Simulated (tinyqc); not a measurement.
Capacitance of parallel on-chip lines from Laplace's equation on a mesh: one step of the calculation.

Cross-section of an endless row of equal lines between two grounded planes; neighbours are driven in antiphase (+1 V and -1 V), so the plane midway between two lines is at 0 V. By symmetry one quarter is solved: x runs from the centre of a line (column 0, mirror) to that midplane (column 3, 0 V), y from the mid-height of the line (row 0, mirror) to the ground plane (row 5, 0 V). The line fills columns 0 to 1 and rows 0 to 2 at 1 V. Cells beside the line (below row 2) have e2, cells above have e1. Each link between nodes has the conductance g = mean permittivity of the two cells beside it (a cell beyond a mirror counts as 0), and the free nodes obey sum g (V_neighbour - V) = 0.

Task. Capacitance per length. C = 4 eps0 sum g (difference of V)^2 over all links (twice the energy of the four quarters, line at 1 V). Plate estimate without fringing: eps0 [2 e1 w/hd + 2 e2 t/(s/2)], w = 2 hx, t = 4 hx, s/2 = 2 hx, hd = 3 hx.

Values chosen for this exercise:
- e1 = 3 (relative permittivity above and below the lines)
- e2 = 3.9 (relative permittivity between the lines)

Constants: eps0 = 8.8541878128e-12 F/m. Results are converted to the units shown.

converged V (V):

|  | col 0 | col 1 | col 2 | col 3 |
|---|---|---|---|---|
| row 0 | 1.0000000 | 1.0000000 | 0.4922885 | 0.0000000 |
| row 1 | 1.0000000 | 1.0000000 | 0.4845770 | 0.0000000 |
| row 2 | 1.0000000 | 1.0000000 | 0.4460194 | 0.0000000 |
| row 3 | 0.5722679 | 0.5170021 | 0.2717391 | 0.0000000 |
| row 4 | 0.2550676 | 0.2240012 | 0.1239351 | 0.0000000 |
| row 5 | 0.0000000 | 0.0000000 | 0.0000000 | 0.0000000 |

gx:

|  | col 0 | col 1 | col 2 |
|---|---|---|---|
| row 0 | 1.95 | 1.95 | 1.95 |
| row 1 | 3.9 | 3.9 | 3.9 |
| row 2 | 3.45 | 3.45 | 3.45 |
| row 3 | 3 | 3 | 3 |
| row 4 | 3 | 3 | 3 |
| row 5 | 1.5 | 1.5 | 1.5 |

gy:

|  | col 0 | col 1 | col 2 | col 3 |
|---|---|---|---|---|
| row 0 | 1.95 | 3.9 | 3.9 | 1.95 |
| row 1 | 1.95 | 3.9 | 3.9 | 1.95 |
| row 2 | 1.5 | 3 | 3 | 1.5 |
| row 3 | 1.5 | 3 | 3 | 1.5 |
| row 4 | 1.5 | 3 | 3 | 1.5 |

Wanted: C; plate estimate.

Result.

C = 248.0 aF/um
plate estimate = 173.5 aF/um

tinyqc, about 0.7 s, one thread, Intel Xeon 2.30GHz (shared host): `OMP_NUM_THREADS=1 python tinyqc.py 2790149 2790150 out.jsonl`
